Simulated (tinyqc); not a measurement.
Inside a calculation. Model: energy and delay of logic against supply voltage.

Program tinyqc, `OMP_NUM_THREADS=1 python tinyqc.py 2082016 2082017 out.jsonl`; Intel Xeon 2.30GHz, shared host, one thread, about 0.01 s. Printed values are rounded.

One expression serves below and above threshold: I(Vg) = Ik [ln(1 + exp((Vg - VT + dd V)/(al nf Vt)))]^al, with I_on = I(V) and I_off = I(0). Gate delay td = kd C V/I_on, clock period LD td. Per gate and cycle the switching energy is act C V^2 and the leakage energy I_off V LD td. No short-circuit current, no variation. Minima are sought above 0.09 V; below a few Vt gates no longer switch and the model has no meaning.

Values chosen for this exercise; values of the order met in logic technologies:
- T = 250 K (temperature)
- VT = 0.21 V (threshold voltage at zero drain bias)
- nf = 1.42 (slope factor)
- dd = 0.08 (barrier lowering per volt of supply)
- Ik = 0.39 uA (specific current of a gate)
- al = 1.77 (exponent of the current law)
- C = 0.44 fF (load capacitance of a gate)
- kd = 1.1 (delay factor)
- LD = 30 (logic depth)
- act = 0.1 (activity factor)
- V = 0.95 V (supply voltage)

Constants: q = 1.602176634e-19 C, kB = 1.380649e-23 J/K, Vt = kB T/q. Results are converted to the units shown.

## Currents, delay and energies

I_on, I_off, td, clock frequency 1/(LD td), both energies and their sum.

I_on = 47.46017 uA
I_off = 4.544124 nA
td = 9.688123 ps
clock frequency = 3.440639 GHz
switching energy = 39.71 aJ
leakage energy = 1.254685 aJ
energy = 40.96469 aJ

I_on/I_off = 10400; leakage makes up 3.06 % of the energy.

## Starting value

V = 0.25 V.

V at the start = 0.25 V

## Iteration 1: new V

Minimum-energy supply: E(V) is the energy per gate and cycle; with h = 0.001 V, E' = (E(V + h) - E(V - h))/(2 h), E'' = (E(V - h) - 2 E(V) + E(V + h))/h^2, V(new) = V - E'/E''.

E' = 13.64332 aJ/V
E'' = 236.3348 aJ/V^2
V after iteration 1 = 0.1922712 V

## Iteration 2: new V

As before.

E' = -6.366474 aJ/V
E'' = 489.2639 aJ/V^2
V after iteration 2 = 0.2052836 V

## Iteration 3: new V

As before.

E' = -0.4873963 aJ/V
E'' = 415.5898 aJ/V^2
V after iteration 3 = 0.2064564 V

## Course of the iteration

Stop when the step is below 1e-9 V, or after 40 iterations.

Course of the iteration:
```
iteration  V before the step (V)  step (V)
1                           0.25   -0.0577
2                      0.1922712    0.0130
3                      0.2052836   1.17e-3
4                      0.2064564   8.94e-6
5                      0.2064653  4.14e-10
```

Converged in 5 iterations. There leakage makes up 45.0 % of the energy and the clock runs at 91.6 MHz.
